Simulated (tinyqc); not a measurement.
Bandgap voltage reference from two bipolar transistors: output against temperature.

Two transistors of area 1 and N carry the same current I. Is(T) = Is (T/T0)^eta exp[(Vg0 q/kB)(1/T0 - 1/T)], VBE1 = Vt ln(I/Is(T)) + I rb, VBE2 = Vt ln(I/(N Is(T))) + I rb/N. The amplifier forces I R1(T) = VBE1 - VBE2 + Vos, with R(T) = R (1 + tc (T - T0)) for both resistors, and the output is Vref = VBE1 + I R2(T). Base currents and the Early effect are neglected.

Vt = kB T/q; I = (Vt ln N + Vos)/(R1(T) - rb (1 - 1/N)).

Inputs (values chosen for the exercise); values of the order met in silicon bipolar transistors: reference temperature T0 = 300 K; band-gap voltage extrapolated to 0 K Vg0 = 1.169 V; temperature exponent of the saturation current eta = 4.3; saturation current of the unit transistor at T0 Is = 2.6e-18 A; area ratio of the second transistor N = 24; resistor across which the difference of VBE falls, at T0 R1 = 3 kohm; temperature coefficient of both resistors tc = 0 ppm/K; offset of the amplifier Vos = 2.7 mV; series resistance of the unit transistor rb = 66 ohm; output resistor at T0 R2 = 16.78 kohm.

Constants: q = 1.602176634e-19 C, kB = 1.380649e-23 J/K. Results are converted to the units shown.

Result of one run:
```
T (K)	I (uA)	VBE1 (V)	I R2 (V)	Vref (V)	Vref - Vref(T0) (mV)	dVref/dT (uV/K)
273	26.38	0.8210	0.4426	1.264	0.2982	2.581
```

What becomes of these results when the temperature T is changed from 273 to 218 K, all else the same?

Result of the changed run:
```
T (K)	I (uA)	VBE1 (V)	I R2 (V)	Vref (V)	Vref - Vref(T0) (mV)	dVref/dT (uV/K)
218	21.25	0.9053	0.3566	1.262	-1.538	66.59
```

The whole series:
```
T (K)	I (uA)	VBE1 (V)	I R2 (V)	Vref (V)	Vref - Vref(T0) (mV)	dVref/dT (uV/K)
218	21.25	0.9053	0.3566	1.262	-1.538	66.59
233	22.65	0.8826	0.3800	1.263	-0.6827	47.65
253	24.51	0.8521	0.4113	1.263	0.03286	24.23
273	26.38	0.8210	0.4426	1.264	0.2982	2.581
298	28.71	0.7817	0.4817	1.263	0.04659	-22.34
323	31.04	0.7417	0.5209	1.263	-0.8023	-45.26
348	33.37	0.7012	0.5600	1.261	-2.202	-66.46
373	35.70	0.6601	0.5991	1.259	-4.113	-86.20
398	38.03	0.6186	0.6382	1.257	-6.501	-104.6
423	40.37	0.5767	0.6773	1.254	-9.336	-122.0
```

VBE1 falls by 1.60 mV/K on average and I R2 rises by 1.56 mV/K. The slope of Vref vanishes at T = 275 K. Between 233 and 398 K Vref spans 6.80 mV, or 32.7 ppm/K by the box method (span over the average over T, over 165 K).

tinyqc, about 0.02 s, one thread, Intel Xeon 2.30GHz (shared host): `OMP_NUM_THREADS=1 python tinyqc.py 2062028 2062029 out.jsonl`
